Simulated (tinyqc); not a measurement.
Inside a calculation. Method: Hubbard chain of 6 sites. One step of it, computed by the program tinyqc.

Problem. Mean-field iteration 1. H(up) = T + U n(down), H(down) = T + U n(up); fill the lowest levels; n(new) = n + mixing (n(out) - n); E = tr T (rho up + rho down) + U sum n_up n_down of the output.

one-body matrix (hopping and site energies) (eV), lower triangle:
```
           1          2          3          4          5          6
1  -0.120000
2  -1.530000   0.070000
3   0.000000  -1.530000  -0.650000
4   0.000000   0.000000  -1.530000  -0.120000
5   0.000000   0.000000   0.000000  -1.530000   0.390000
6   0.000000   0.000000   0.000000   0.000000  -1.530000  -0.160000
```

U = 1.200000 eV

electrons, up and down: 2  2

mixing = 0.500000

n(up) at the start (a guess, not normalised): 1 0.783000, 2 0.000000, 3 0.783000, 4 0.000000, 5 0.783000, 6 0.000000

n(down) at the start (a guess): 1 0.000000, 2 0.783000, 3 0.000000, 4 0.783000, 5 0.000000, 6 0.783000

Give: levels, up; levels, down; energy; n(up) after iteration 1; n(down) after iteration 1.

Solution.

levels, up (eV): -2.554  -1.429  -0.562  1.145  2.455  3.174

levels, down (eV): -2.492  -1.481  -0.503  1.061  2.453  3.191

energy = -8.648 eV

n(up) after iteration 1: 1 0.523, 2 0.153, 3 0.637, 4 0.145, 5 0.620, 6 0.097

n(down) after iteration 1: 1 0.082, 2 0.631, 3 0.171, 4 0.592, 5 0.149, 6 0.550
